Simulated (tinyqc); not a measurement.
Alloy A(1-x)B(x) by interpolation with bowing: sweeps and comparisons. A value that a table varies takes the place of the one given here.

Each gap follows E(x) = (1 - x) E_A + x E_B - C x (1 - x); the lattice constant follows Vegard, a(x) = (1 - x) a_A + x a_B.

Mass at Gamma from the Kane formula 1/m = F + Ep (Eg + 2 Dso/3)/(Eg (Eg + Dso)). F is fixed by the masses of A and B and interpolated linearly, as is Ep; Eg and Dso carry their bowing.

Constants: hc = 1239.841984 eV nm.

Inputs chosen for the exercise (A near Si, B near Ge; not measured data): a = (5.436, 5.658) angstrom (lattice constant of A, B); Eg = (4.123, 0.903) eV (gap at Gamma to the s-like level of A, B); EgX = (1.162, 0.933) eV (gap to the lowest valley along Gamma-X of A, B); EgL = (2.071, 0.743) eV (gap to L of A, B); C = (0.18, 0.229, 0.02) eV (bowing of the Gamma, X and L gaps); Dso = (0.044, 0.294) eV (spin-orbit splitting of A, B); Ep = (21.9, 26.5) eV (Kane energy of A, B); me = (0.1977, 0.0385) m0 (electron mass at Gamma of A, B); Cs = 0 eV (bowing of Dso); x = 0.38 (fraction of B).

## Gaps across the alloy

Eleven compositions.

Gaps (eV):
```
x,a (angstrom),Gamma,X,L,lowest,wavelength (nm)
0.0,5.4360,4.123,1.162,2.071,X,1067
0.1,5.4582,3.785,1.118,1.936,X,1108
0.2,5.4804,3.450,1.080,1.802,X,1148
0.3,5.5026,3.119,1.045,1.668,X,1186
0.4,5.5248,2.792,1.015,1.535,X,1221
0.5,5.5470,2.468,0.990,1.402,X,1252
0.6,5.5692,2.148,0.970,1.269,X,1279
0.7,5.5914,1.831,0.954,1.137,X,1300
0.8,5.6136,1.518,0.942,1.005,X,1316
0.9,5.6358,1.209,0.935,0.874,L,1419
1.0,5.6580,0.903,0.933,0.743,L,1669
```

The lowest valley changes at x = 0.851 (X to L, gap 0.938 eV). The Gamma gap is monotonic, since its bowing (0.18 eV) is smaller than the difference of the end gaps (3.220 eV); at x = 0.5 bowing lowers it by C/4 = 0.045 eV.

## Three ways to interpolate a mass

Linear in m, linear in 1/m, and the Kane formula.

Masses (m0):
```
x,Eg (eV),linear in m,linear in 1/m,Kane,Kane m/Eg (1/eV)
0.000,4.123,0.1977,0.1977,0.1977,0.0480
0.125,3.701,0.1778,0.1303,0.1753,0.0474
0.250,3.284,0.1579,0.0972,0.1532,0.0467
0.375,2.873,0.1380,0.0775,0.1318,0.0459
0.500,2.468,0.1181,0.0644,0.1112,0.0451
0.625,2.068,0.0982,0.0552,0.0915,0.0442
0.750,1.674,0.0783,0.0482,0.0728,0.0435
0.875,1.286,0.0584,0.0428,0.0551,0.0429
1.000,0.903,0.0385,0.0385,0.0385,0.0426
```

At x = 0.5 the three give 0.1181, 0.0644 and 0.1112; judged by the largest distance, the Kane value is closer to the interpolation in m (largest distances 0.0069 m0 from the rule in m, 0.0560 m0 from the rule in 1/m). The ratio m/Eg varies by a factor of 1.12 while the gap varies by 4.57; a constant ratio is the two-band rule m = Eg/Ep at fixed Ep.

## What each parameter does

Gaps at x and the Kane mass. Each row changes one parameter from the base and keeps the others.

Results:
```
case,Gamma (eV),X (eV),L (eV),mass (m0)
base,2.8570,1.0210,1.5616,0.1310
x = 0.34,2.9878,1.0328,1.6150,0.1377
"C = (0.28, 0.329, 0.12) eV",2.8334,0.9975,1.5381,0.1298
"Eg = (4.329, 0.903) eV",2.9847,1.0210,1.5616,0.1343
"EgX = (1.162, 0.886) eV",2.8570,1.0032,1.5616,0.1310
"EgL = (1.967, 0.743) eV",2.8570,1.0210,1.4972,0.1310
"Ep = (24.1, 29.2) eV",2.8570,1.0210,1.5616,0.1411
Cs = 0.05 eV,2.8570,1.0210,1.5616,0.1308
```

The largest shifts from the base row, up to three for each result and ties (the steps differ in size, so this ranks the rows, not the parameters). Gamma (eV): x +0.1308, Eg +0.1277, C -0.0236; unchanged at the printed digits by EgX, EgL, Ep and Cs. X (eV): C -0.0236, EgX -0.0179, x +0.0117; unchanged at the printed digits by Eg, EgL, Ep and Cs. L (eV): EgL -0.0645, x +0.0533, C -0.0236; unchanged at the printed digits by Eg, EgX, Ep and Cs. mass (m0): Ep +0.0102, x +0.0068, Eg +0.0033; unchanged at the printed digits by EgX and EgL.

Computed by tinyqc, a small Python program: `OMP_NUM_THREADS=1 python tinyqc.py 1051586 1051587 out.jsonl` (the numbers bound the seed that draws the inputs); one thread of a shared host (Intel(R) Xeon(R) Processor @ 2.30GHz), about 0.01 s for the whole set of steps.
